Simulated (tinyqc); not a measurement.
Illuminated p-n diode, drift-diffusion by the Gummel loop with Scharfetter-Gummel fluxes: one step of the calculation.

Abrupt junction at x = 0, p side from -Lp, n side to Ln, ohmic contacts. psi is counted from the intrinsic level; n = ni exp((psi - phin)/Vt), p = ni exp((phip - psi)/Vt). Contacts: p side psi = V - Vt ln(Na/ni), p = Na, n = ni^2/Na; n side psi = Vt ln(Nd/ni), n = Nd, p = ni^2/Nd. Constant mobilities, D = mu Vt, Boltzmann statistics, SRH recombination through a mid-gap level, U = (n p - ni^2)/(tp (n + ni) + tn (p + ni)). Current is positive from the p contact to the n contact.

Task. Electron continuity. With psi and p held, F_i = (mun Vt/h_i) [n_(i+1) B(d_i) - n_i B(-d_i)], d_i = (psi_(i+1) - psi_i)/Vt, B(d) = d/(exp(d) - 1); solve F_i - F_(i-1) = w_i [(n_i p_i - ni^2)/den_i - G] for the new n, with den = tp (n + ni) + tn (p + ni) taken at the old n and p, h_i = x_(i+1) - x_i, w_i = (h_(i-1) + h_i)/2; phin = psi - Vt ln(n/ni).

Values chosen for this exercise; band and dielectric values close to those of indium phosphide:
- T = 300 K (temperature)
- Na = 4.5e15 cm^-3 (acceptor density of the p side)
- Nd = 1.4e17 cm^-3 (donor density of the n side)
- mun = 3300 cm^2/(V s) (electron mobility)
- tn = 2e-10 s (SRH lifetime of electrons)
- tp = 8e-9 s (SRH lifetime of holes)
- G = 2e21 cm^-3 s^-1 (uniform generation rate)

Constants: q = 1.602176634e-19 C, kB = 1.380649e-23 J/K, Vt = kB T/q. Results are converted to the units shown.

```
node  x (nm)     psi (V)  n after Poisson (cm^-3)  p after Poisson (cm^-3)
0      -1800  0.41831332              0.062702069                   4.5e15
1      -1010  0.41734977             1.7235134e14             4.6708883e15
2       -556  0.41740381             1.7271200e14             4.6611346e15
3       -297  0.41900726             1.8376355e14             4.3808136e15
4       -148  0.43347673             3.2161466e14             2.5031007e15
5      -62.9  0.47571645             1.6479038e15             4.8851994e14
6        -14  0.52726596             1.2103904e16             6.6510264e13
7         14  0.58297562             1.0442552e17             7.7091680e12
8       55.4  0.59014613             1.3780529e17             5.8418214e12
9        117  0.59054514             1.3994870e17             5.7523496e12
10       207  0.59055555             1.4000505e17             5.7500343e12
11       341  0.59055567             1.4000575e17             5.7500059e12
12       538  0.59055567             1.4000574e17             5.7500062e12
13       830  0.59055461                   1.4e17             0.0020154236
```

ni = 1.6797598e7 cm^-3

Find: new n; phin after round 1.

Result.

```
node  new n (cm^-3)  phin after round 1 (V)
0          0.062702                 0.92000
1         7.5991e13                 0.02117
2         1.2571e14                 0.00821
3         1.6569e14                 0.00268
4         3.1532e14                 0.00051
5         1.6437e15                 0.00007
6         1.2093e16                 0.00002
7         1.0435e17                 0.00002
8         1.3771e17                 0.00002
9         1.3986e17                 0.00002
10        1.3992e17                 0.00002
11        1.3994e17                 0.00001
12        1.3997e17                 0.00001
13        1.4000e17                 0.00000
```

Numbers from tinyqc (`OMP_NUM_THREADS=1 python tinyqc.py 2240118 2240119 out.jsonl`; about 1 s on one thread of a shared Intel Xeon 2.30GHz).
